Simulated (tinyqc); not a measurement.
Stretching all distances: RHF, UHF, MP2, CISD and CCSD against full CI in the sto-6g basis, for BeH+, spin multiplicity 1. Computed by the program tinyqc with PySCF. 

Geometry (angstrom):
```
atom,x,y,z
Be,0.0000,0.0000,0.0000
H,0.0000,0.0000,1.1990
```

All coordinates are multiplied by the scale. c0^2 is the weight of the RHF determinant in the lowest singlet FCI state (UHF is spin-contaminated and may lie near states of higher spin) and n(LUMO) the first natural occupation beyond the occupied space.

Full CI energy (hartree) and errors against it (kcal/mol):
```
scale,distance 1-2 (angstrom),E(FCI),RHF,UHF,MP2,CISD,CCSD,<S^2> UHF,c0^2,n(LUMO)
0.9900,1.1870,-14.832974,11.0807,11.0807,3.4817,0.0081,0.0065,0.0000,0.9837,0.0211
1.1300,1.3549,-14.843885,13.5440,13.5440,4.5953,0.0110,0.0088,0.0000,0.9768,0.0331
1.2700,1.5227,-14.836851,16.9785,16.9785,6.2085,0.0152,0.0122,0.0000,0.9654,0.0529
1.4200,1.7026,-14.820318,21.8198,21.3655,8.5520,0.0219,0.0176,0.1722,0.9465,0.0866
1.5600,1.8704,-14.802255,27.4049,20.8700,11.2930,0.0303,0.0243,0.5226,0.9215,0.1323
1.7000,2.0383,-14.784693,33.8631,17.6430,14.4452,0.0409,0.0320,0.7007,0.8895,0.1922
1.8400,2.2062,-14.769121,40.9323,13.8610,17.8136,0.0530,0.0401,0.8031,0.8508,0.2641
1.9900,2.3860,-14.755346,48.8461,10.1337,21.4248,0.0673,0.0485,0.8719,0.8024,0.3507
2.1300,2.5539,-14.745326,56.2536,7.2536,24.5978,0.0810,0.0557,0.9148,0.7517,0.4364
```

UHF parts from RHF first at scale 1.42 of those listed, where <S^2> leaves zero. The weight c0^2 goes from 0.98 to 0.75 and n(LUMO) from 0.02 to 0.44: static correlation grows as the bonds break into open-shell fragments. The spread of the error along the curve, which distorts its shape, is CCSD 0.0, CISD 0.1, UHF 14.1, MP2 21.1, RHF 45.2 kcal/mol.
